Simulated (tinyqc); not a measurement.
Atomic layer deposition: Langmuir saturation, growth per cycle and coating of deep features: one step, computed by the program tinyqc. Command: `OMP_NUM_THREADS=1 python tinyqc.py 3008393 3008394 out.jsonl ald walk`. One thread of a shared host (Intel(R) Xeon(R) Processor @ 2.30GHz), about 0.04 s of CPU time with the checks.

Precursor A sticks only on free sites, so a long enough pulse saturates; co-reactant B then frees the sites again.

Task: Steady growth per cycle. One cycle from coverage th0: pulse A gives th1 = th_s + (th0 - th_s) exp(-(k_a + k_d) t), th_s = k_a/(k_a + k_d); the purge leaves th2 = th1 exp(-k_d t_p); pulse B converts c_B th2 into film and leaves th3 = (1 - c_B) th2. Growth = G c_B th2. The periodic state has th0 = th3: th0 = (1 - c_B) e_p th_s (1 - e_a)/(1 - (1 - c_B) e_p e_a), with e_a = exp(-(k_a + k_d) t), e_p = exp(-k_d t_p). Share of impinging molecules used = q (th1 - th0)/(F t).

Inputs (values chosen for the exercise, modelled on hafnium oxide from an amide and water): site density q = 2.8 1/nm^2; growth per cycle at saturation G = 0.99 angstrom; temperature T = 275 C; pulse time t = 0.062 s; co-reactant completion per pulse c_B = 0.99; purge time t_p = 7.9 s.

k_a = 36.79537 1/s

k_d = 2.166993e-06 1/s

flux F = 35526.57 1/(nm^2 s)

Give: coverage after pulse A; growth per cycle; share of impinging molecules used.

Result:

coverage after pulse A = 0.8988

growth per cycle = 0.8809 angstrom

share of impinging molecules used = 0.001131

The pulse is 2.28 filling times long: not fully saturated, so thickness still depends somewhat on the local dose.
